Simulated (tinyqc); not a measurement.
# Input admittance of a MOSFET at zero drain bias: distributed channel and distributed gate: what changes with what

Source and drain grounded, strong inversion, w = 2 pi f, Cox = eps0 eox/tox. The channel is an RC line of resistance 1/(mu Cox Vo) per square fed from both ends, so one finger has the intrinsic admittance y = i w Cox L tanh(g)/g per width, g = (1/2) sqrt(i w tau), tau = L^2/(mu Vo). The vertical resistance rv/L is in series with y, the overlaps 2 i w Cov in parallel: y_t = 1/(1/y + rv/L) + 2 i w Cov. The gate strip is a line of Rsh/L per length loaded by y_t, so a finger has Y = y_t Wf tanh(k)/k, k = (Wf/sd) sqrt(y_t Rsh/L); the device has Nf Y.

Inputs (values chosen for the exercise); values of the order met in silicon radio-frequency transistors:
- eox = 9.25 (relative permittivity of the gate insulator (close to aluminium oxide))
- tox = 12 nm (insulator thickness)
- L = 0.84 um (channel length)
- Wf = 0.81 um (finger width)
- Nf = 8 (number of fingers)
- mu = 110 cm^2/(V s) (channel mobility)
- Vo = 0.26 V (gate overdrive)
- Rsh = 6.8 ohm/square (sheet resistance of the gate)
- rv = 1.2 ohm um^2 (vertical resistivity of the gate stack)
- sd = 2 (number of ends at which a finger is contacted)
- Cov = 0.32 fF/um (overlap and fringe capacitance on each side)
- f = 0.41 GHz (frequency)

Constants: eps0 = 8.8541878128e-14 F/cm where lengths are in cm. Results are converted to the units shown.

Each table varies one quantity; the others keep the values above.

## Input impedance against frequency

Low-frequency limits, with c = Cox L and ct = c + 2 Cov: R_strip = Rsh Wf/(3 sd^2 L Nf), R_ch = (c/ct)^2 L/(12 mu Cox Vo Wf Nf), R_vert = (c/ct)^2 rv/(L Wf Nf), C = ct Wf Nf. Z = 1/(Nf Y) = R + 1/(i w C), Q = |Im Z|/R, far-point signal |1/cosh k|.

The same in every row: low-frequency R (ohm) = 448.1.

Input impedance against frequency:

| f (GHz) | w tau | \|k\| | R (ohm) | C (fF) | Q | signal at the far point |
|---|---|---|---|---|---|---|
| 0.004 | 0.006201 | 4.612e-4 | 448.1 | 41.30 | 2150 | 1.000 |
| 0.01 | 0.01550 | 7.292e-4 | 448.1 | 41.30 | 860.1 | 1.000 |
| 0.03 | 0.04650 | 0.001263 | 448.1 | 41.30 | 286.7 | 1.000 |
| 0.08 | 0.1240 | 0.002062 | 448.1 | 41.30 | 107.5 | 1.000 |
| 0.2 | 0.3100 | 0.003260 | 448.1 | 41.29 | 43.01 | 1.000 |
| 0.6 | 0.9301 | 0.005637 | 447.8 | 41.23 | 14.37 | 1.000 |
| 2 | 3.100 | 0.01009 | 444.9 | 40.57 | 4.409 | 1.000 |
| 5 | 7.751 | 0.01465 | 429.1 | 37.31 | 1.988 | 1.000 |
| 10 | 15.50 | 0.01773 | 382.8 | 30.14 | 1.380 | 0.9999 |

What does the comparison show?

R falls from 448 to 383 ohm and C falls from 41.3 to 30.1 fF. Q goes as f^(-1.00) between the first two rows and f^(-0.53) between the last two, where w tau = 15.5 and |k| = 0.0177. The low-frequency limits hold both R and C within 5 % up to f = 2 GHz among the rows.

## Dividing a fixed width into fingers

Total width Wf Nf = 6.5 um; each finger also has a contact resistance Rc at each contacted end, which adds Rc/(sd Nf). The resistances are low-frequency limits, good while |k| is below about 1; the far-point signal is |1/cosh k| at f, without Rc.

The same in every row: R_ch + R_vert (ohm) = 446.6.

Dividing a fixed width into fingers:

| Nf | Wf (um) | R_strip (ohm) | Rc/(sd Nf) for Rc = 30 ohm (ohm) | sum (ohm) | signal at the far point |
|---|---|---|---|---|---|
| 1 | 6.500 | 4.385 | 15.00 | 466.0 | 1.000 |
| 2 | 3.250 | 1.096 | 7.500 | 455.2 | 1.000 |
| 4 | 1.625 | 0.2741 | 3.750 | 450.7 | 1.000 |
| 8 | 0.8125 | 0.06851 | 1.875 | 448.6 | 1.000 |
| 16 | 0.4062 | 0.01713 | 0.9375 | 447.6 | 1.000 |
| 32 | 0.2031 | 0.004282 | 0.4688 | 447.1 | 1.000 |
| 64 | 0.1016 | 0.001071 | 0.2344 | 446.9 | 1.000 |
| 128 | 0.05078 | 2.676e-4 | 0.1172 | 446.8 | 1.000 |

What does the comparison show, and why?

R_strip falls as 1/Nf^2, from 4.38 to 2.68e-4 ohm, the contact term as 1/Nf, and R_ch + R_vert stays at 447 ohm since the total width is fixed. The sum is within a factor 1.5 of that floor from Nf = 1 on. More fingers add wiring capacitance, which is left out.

Program tinyqc, `OMP_NUM_THREADS=1 python tinyqc.py 2262020 2262021 out.jsonl`; Intel Xeon 2.30GHz, shared host, one thread, about 0.01 s.
